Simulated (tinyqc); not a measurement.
# Free and trapped electrons in a MOS channel with a dense trap tail: free and trapped charge against gate voltage

p-type body, charge-sheet picture, full ionisation (an idealisation for deep acceptors), Boltzmann statistics for free electrons. e = Ec - EF at the surface. Acceptor-like traps of density D(E) = D0 + De exp(-E/Ew) at depth E below Ec, from 0 to Eu, hold n_t = integral of D(E)/(1 + exp((e - E)/Vt)). psi = Eg - Vt ln(Nv/Na) - e; N_dep = sqrt(2 eps0 eps_r Na (psi - Vt)/q); n_f = sqrt(N_dep^2 + 2 eps0 eps_r Vt Nc exp(-e/Vt)/q) - N_dep; Vg = Vfb + psi + q (N_dep + n_t + n_f)/Cox, Cox = eps0 eox/tox.

Free share n_f/(n_f + n_t); swing ln 10 n_f/(dn_f/dVg); field-effect mobility mf q (dn_f/dVg)/Cox, for a constant mf; oxide field q (N_dep + n_t + n_f)/(eps0 eox).

Inputs (values chosen for the exercise); band and dielectric values close to those of silicon:
```
symbol    value         unit                                             meaning
T           250            K                                         temperature
Eg         1.14           eV                                            band gap
eps_r      11.7                                            relative permittivity
Nc      2.15e19        cm^-3              conduction-band density of states at T
Nv      2.01e19        cm^-3                 valence-band density of states at T
eox         3.9                           relative permittivity of the insulator
tox          56           nm                                 insulator thickness
Na       1.3e16        cm^-3                                    acceptor density
Vfb       -0.91            V            flat-band voltage without trapped charge
D0       1.2e10  cm^-2 eV^-1  constant background density of acceptor-like traps
De       1.4e13  cm^-2 eV^-1          density of the tail at the conduction edge
Ew         0.13           eV                            decay energy of the tail
Eu         0.65           eV        depth below Ec down to which the traps reach
mf           62   cm^2/(V s)                          mobility of free electrons
```

Constants: q = 1.602176634e-19 C, kB = 1.380649e-23 J/K, Vt = kB T/q, eps0 = 8.8541878128e-14 F/cm where lengths are in cm. Results are converted to the units shown.

Result of one run:
```
Vg (V)	e (eV)	n_f (cm^-2)	n_t (cm^-2)	free share (%)	swing (mV/decade)	field-effect mobility (cm^2/(V s))	oxide field (MV/cm)
8.4	0.01731	1.287e12	1.527e12	45.75	9388	50.86	1.490
```

What becomes of these results when the gate voltage Vg is changed from 8.4 to 2.1 V, all else the same?

Result of the changed run:
```
Vg (V)	e (eV)	n_f (cm^-2)	n_t (cm^-2)	free share (%)	swing (mV/decade)	field-effect mobility (cm^2/(V s))	oxide field (MV/cm)
2.1	0.1765	2.273e9	4.833e11	0.4682	589.4	1.431	0.3937
```

The whole series:
```
Vg (V)	e (eV)	n_f (cm^-2)	n_t (cm^-2)	free share (%)	swing (mV/decade)	field-effect mobility (cm^2/(V s))	oxide field (MV/cm)
0.9	0.3424	1.164e6	1.282e11	9.081e-4	224.3	0.001926	0.2090
2.1	0.1765	2.273e9	4.833e11	0.4682	589.4	1.431	0.3937
3.4	0.1004	6.842e10	8.709e11	7.283	1430	17.75	0.6122
4.7	0.06461	2.821e11	1.136e12	19.89	3125	33.48	0.8380
5.9	0.04449	5.634e11	1.304e12	30.16	5047	41.41	1.049
7.2	0.02872	9.218e11	1.437e12	39.08	7264	47.07	1.278
8.4	0.01731	1.287e12	1.527e12	45.75	9388	50.86	1.490
9.7	0.007162	1.711e12	1.597e12	51.71	1.177e4	53.89	1.721
10.9	-7.391e-4	2.120e12	1.645e12	56.31	1.406e4	55.93	1.933
```

n_f reaches 1e11 cm^-2 at Vg = 3.66 V, against 1.23 V without traps. The free share rises from 9.08e-4 to 56.3 % and the field-effect mobility rises from 0.00193 to 55.9 cm^2/(V s), although mf = 62 is constant: in the last row 90.2 % of Cox dVg goes into free electrons. The swing in the first row is 224 mV a decade (Vt ln 10 = 49.6). For Vg = 7.2, 8.4, 9.7, 10.9 EF lies less than 2 Vt below the band edge, or above it, where degeneracy and confinement, left out, matter.

Numbers from tinyqc (`OMP_NUM_THREADS=1 python tinyqc.py 2222068 2222069 out.jsonl`; about 0.02 s on one thread of a shared Intel Xeon 2.30GHz).
